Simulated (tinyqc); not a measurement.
Van der Pauw, Hall and four-point-probe measurements on a doped layer: two steps of the calculation.

A uniform n-type layer with sheet resistance Rs = 1/(q ns mu), point contacts, low field (mu B small).

Inputs (values chosen for the exercise):
```
symbol  value        unit                                                      meaning
ns       8e11       cm^-2                                   sheet density of the layer
mu       2100  cm^2/(V s)                                               drift mobility
rH        1.1                                                              Hall factor
B        0.55           T                                               magnetic field
I         500          uA                                                      current
ar       1.85              side ratio a/b of a rectangular sample with corner contacts
t         580          nm                                       thickness of the layer
```

Constants: q = 1.602176634e-19 C. Results are converted to the units shown.

Task 1. Resistances and Hall voltage. Rs = 1/(q ns mu). For a rectangle with contacts at the corners, RA = (8 Rs/pi) sum_(k>=0) ln coth((2k + 1) pi a/(2 b)) with current along a short side b and voltage along the opposite one, RB the same with a and b exchanged; Hall voltage VH = rH B I/(q ns), negative for electrons.

Give: Rs; RA; RB; VH.

Result 1.

Rs = 3715 ohm/square
RA = 56.61 ohm
RB = 3622 ohm
VH = -236.0 mV

RB/RA = 64.0; for a square both equal Rs ln 2/pi = 820 ohm.

Task 2. Sheet density, mobility and bulk values. Rs = 1/z; Hall sheet density B I/(q |VH|); Hall mobility |VH|/(Rs B I); true values ns = rH times the Hall density, mu = Hall mobility/rH; bulk density ns/t, resistivity Rs t; correction factor F = Rs/[(pi/ln 2)(RA + RB)/2].

converged z = 0.26916567 mS
VH = -236.00706 mV
RA = 56.605595 ohm
RB = 3622.4588 ohm

Find: Rs; Hall sheet density; Hall mobility; ns; mu; bulk density; resistivity; F.

Result 2.

Rs = 3715 ohm/square
Hall sheet density = 7.273e11 cm^-2
Hall mobility = 2310 cm^2/(V s)
ns = 8.000e11 cm^-2
mu = 2100 cm^2/(V s)
bulk density = 1.379e16 cm^-3
resistivity = 0.2155 ohm cm
F = 0.4456

tinyqc, about 0.01 s, one thread, Intel Xeon 2.30GHz (shared host): `OMP_NUM_THREADS=1 python tinyqc.py 2850202 2850203 out.jsonl`
